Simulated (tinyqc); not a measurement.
Gate voltage for a given inversion charge.

Inverse problem. p-type body, charge-sheet picture, depletion and inversion only, full ionisation (an idealisation for deep acceptors), Boltzmann statistics (rough once Na exp(x - xn) passes about Nc/7). In units of Vt: xg = (Vg - Vfb)/Vt, x = psi/Vt, G = gamma/sqrt(Vt), xn = (2 phiF + Vc)/Vt. The implicit equation is (xg - x)^2 = G^2 [x - 1 + exp(x - xn)] for x above about 3. Cox = eps0 eox/tox. ni = sqrt(Nc Nv) exp(-Eg/(2 Vt)), Eg in volts; phiF = Vt ln(Na/ni); gamma = sqrt(2 q eps0 eps_r Na)/Cox. N_inv = (Cox Vt G/q) [sqrt(x - 1 + exp(x - xn)) - sqrt(x - 1)]. Find x - xn, psi and Vg.

Values chosen for this exercise; band and dielectric values those of a made-up semiconductor: temperature T = 300 K; band gap Eg = 0.886 eV; relative permittivity eps_r = 10.8; conduction-band density of states at T Nc = 2.58e19 cm^-3; valence-band density of states at T Nv = 2.34e19 cm^-3; relative permittivity of the gate insulator (close to aluminium oxide) eox = 9.15; insulator thickness tox = 35 nm; acceptor density Na = 1.3e17 cm^-3; flat-band voltage Vfb = -0.72 V; channel-body voltage Vc = 0.2 V.

Constants: q = 1.602176634e-19 C, kB = 1.380649e-23 J/K, Vt = kB T/q, eps0 = 8.8541878128e-14 F/cm where lengths are in cm. Results are converted to the units shown.

N_inv = 3.4e11 cm^-2

Answer. N_inv rises steadily with x, so it fixes x; the implicit equation then gives xg directly.

x - xn = 3.117
psi = 0.8956 V
Vg = 1.215 V

Computed by the program tinyqc: `OMP_NUM_THREADS=1 python tinyqc.py 2122072 2122073 out.jsonl`, one thread of a shared Intel Xeon 2.30GHz, about 0.01 s for the whole run.
